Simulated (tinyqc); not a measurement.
# A double barrier with mass mismatch, transfer matrices: effects of single changes

One electron of energy E comes from the left lead (band edge 0); no transverse momentum. Parabolic bands, masses in units of m0, C = hbar^2/(2 m0); psi and psi'/m are continuous at every interface. Barrier d1, well Lw, barrier d2; the right lead equals the left one.

Values chosen for this exercise; masses and offsets close to those of InGaAs wells and AlAs barriers:
- mL = 0.041 m0 (mass in the left lead)
- U1 = 1.2 eV (barrier height)
- m1 = 0.15 m0 (barrier mass)
- d1 = 1 nm (width of the first barrier)
- Lw = 2.8 nm (well width (edge 0, mass mL))

Constants: q = 1.602176634e-19 C, hbar = 1.054571817e-34 J s, m0 = 9.1093837015e-31 kg, hbar^2/(2 m0) = 0.0380998212 eV nm^2. Results are converted to the units shown.

Each table varies one quantity; the others keep the values above.

## Resonance against the width of both barriers

Both barriers are given the width d1. For the pair (psi, psi'/m) a flat layer has M = [[cos kd, (m/k) sin kd], [-(k/m) sin kd, cos kd]] with k = sqrt(m (E - U)/C) above its edge U, and M = [[cosh Kd, (m/K) sinh Kd], [(K/m) sinh Kd, cosh Kd]] with K = sqrt(m (U - E)/C) below it. The matrices are multiplied with later layers to the left. With M acting on (psi, psi'/m) and v = k/m in each lead, T(E) = 4 vL vR/[(vL vR M12 - M21)^2 + (vR M11 + vL M22)^2]. The lowest resonance is the first maximum of T(E); its width is the full width at half maximum, and tau = hbar/width.

The same in every row: peak T(E) = 1.000.

Resonance against the width of both barriers:

| d1 (nm) | E_r (eV) | width (meV) | tau (fs) |
|---|---|---|---|
| 0.6 | 0.2779 | 89.06 | 7.391 |
| 0.8 | 0.2769 | 38.89 | 16.92 |
| 1 | 0.2765 | 17.63 | 37.34 |
| 1.2 | 0.2763 | 8.116 | 81.10 |
| 1.4 | 0.2762 | 3.762 | 174.9 |
| 1.6 | 0.2761 | 1.750 | 376.2 |
| 1.8 | 0.2761 | 0.8149 | 807.7 |

What does the comparison show?

The width falls from 89.1 to 0.815 meV and tau rises from 7.39 to 808 fs, while the peak T(E) stays at 1 for this symmetric structure. Between the last two rows ln(width) falls by 3.82 a nanometre, against 2K = 3.81 1/nm at E_r.

## Resonance against the width of the second barrier

Same model as above.

Result of one run:

| d2 (nm) | E_r (eV) | peak T(E) | width (meV) | tau (fs) |
|---|---|---|---|---|
| 1.75 | 0.2763 | 0.2048 | 9.215 | 71.43 |

What becomes of these results when the width of the second barrier d2 is changed from 1.75 to 2 nm, all else the same?

Result of the changed run:

| d2 (nm) | E_r (eV) | peak T(E) | width (meV) | tau (fs) |
|---|---|---|---|---|
| 2 | 0.2763 | 0.08446 | 8.906 | 73.91 |

The whole series:

| d2 (nm) | E_r (eV) | peak T(E) | width (meV) | tau (fs) |
|---|---|---|---|---|
| 0.5 | 0.2780 | 0.4507 | 73.79 | 8.920 |
| 0.75 | 0.2768 | 0.8032 | 32.33 | 20.36 |
| 1 | 0.2765 | 1.000 | 17.63 | 37.34 |
| 1.25 | 0.2764 | 0.8032 | 12.12 | 54.30 |
| 1.5 | 0.2763 | 0.4504 | 10.02 | 65.68 |
| 1.75 | 0.2763 | 0.2048 | 9.215 | 71.43 |
| 2 | 0.2763 | 0.08446 | 8.906 | 73.91 |

The peak T(E) goes from 0.451 through a maximum of 1.00 (at d2 = 1 nm among the rows listed) to 0.0845, and the width falls from 73.8 to 8.91 meV; E_r stays between 0.2763 and 0.2780 eV. Equal barriers, d2 = d1 = 1 nm, give a peak of 1. Once d2 is the thicker barrier the electron leaves mainly through d1, so the width levels off. In 2 of the 7 rows a layer is thinner than 0.8 nm, a few atomic planes, where an effective mass is a rough description.

Range of the model: Masses are held fixed, although real bands cease to be parabolic a few tenths of an eV from their edges (inside a barrier too).

Computed by the program tinyqc: `OMP_NUM_THREADS=1 python tinyqc.py 2560114 2560115 out.jsonl`, one thread of a shared Intel Xeon 2.30GHz, about 0.1 s for the whole run.
